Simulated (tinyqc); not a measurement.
A ladder of methods, and size consistency: correlation methods against full CI in the sto-3g basis, for H4, spin multiplicity 1. Computed by the program tinyqc with PySCF. All electrons correlated; +Q is the Davidson correction (1 - c0^2) E_corr. The last columns treat two copies 100 angstrom apart as one system. FCI is the lowest singlet.

Geometry (angstrom):

| atom | x | y | z |
|---|---|---|---|
| H | 0.0000 | 0.0000 | 0.0000 |
| H | 0.0000 | 0.0000 | 0.7710 |
| H | 0.0000 | 0.0000 | 1.9690 |
| H | 0.0000 | 0.0000 | 2.7410 |

RHF energy of one = -2.202071 hartree

Correlation energies (hartree):

| method | E_corr of one | share of FCI (%) | E_corr of two at 100 angstrom | two minus twice one (mhartree) |
|---|---|---|---|---|
| MP2 | -0.028204 | 65.4465 | -0.056408 | 0.0000 |
| CISD | -0.042565 | 98.7715 | -0.083028 | 2.1030 |
| CISD+Q | -0.043671 | 101.3382 | -0.087029 | 0.3142 |
| CCSD | -0.043055 | 99.9086 | -0.086111 | 0.0000 |
| CCSD(T) | -0.043081 | 99.9690 | -0.086163 | 0.0000 |
| FCI | -0.043095 | 100.0000 | - | - |

What does the comparison show, and why?

MP2 recovers 65 %, CISD 98.8 % and CCSD 99.9 % of the FCI value (c0^2 = 0.974 in CISD). MP2 and coupled cluster are size consistent, so their last column vanishes; CISD loses 2.10 mhartree, since a double excitation on each copy is a quadruple of the pair, and the Davidson correction leaves +0.31.
